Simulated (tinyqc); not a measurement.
Van der Pauw, Hall and four-point-probe measurements on a doped layer: one step of the calculation.

A uniform n-type layer with sheet resistance Rs = 1/(q ns mu), point contacts, low field (mu B small).

Task. Sheet density, mobility and bulk values. Rs = 1/z; Hall sheet density B I/(q |VH|); Hall mobility |VH|/(Rs B I); true values ns = rH times the Hall density, mu = Hall mobility/rH; bulk density ns/t, resistivity Rs t; correction factor F = Rs/[(pi/ln 2)(RA + RB)/2].

Inputs (values chosen for the exercise):
```
symbol,value,unit,meaning
rH,1,,Hall factor
B,1,T,magnetic field
I,1000,uA,current
t,420,nm,thickness of the layer
```

Constants: q = 1.602176634e-19 C. Results are converted to the units shown.

converged z = 51.269652 mS
VH = -0.19504716 mV
RA = 0.71625714 ohm
RB = 13.762921 ohm

Find: Rs; Hall sheet density; Hall mobility; ns; mu; bulk density; resistivity; F.

Result.

Rs = 19.50 ohm/square
Hall sheet density = 3.200e15 cm^-2
Hall mobility = 100.0 cm^2/(V s)
ns = 3.200e15 cm^-2
mu = 100.0 cm^2/(V s)
bulk density = 7.619e19 cm^-3
resistivity = 8.192e-4 ohm cm
F = 0.5944

Numbers from tinyqc (`OMP_NUM_THREADS=1 python tinyqc.py 2850174 2850175 out.jsonl`; about 0.07 s on one thread of a shared Intel Xeon 2.30GHz).
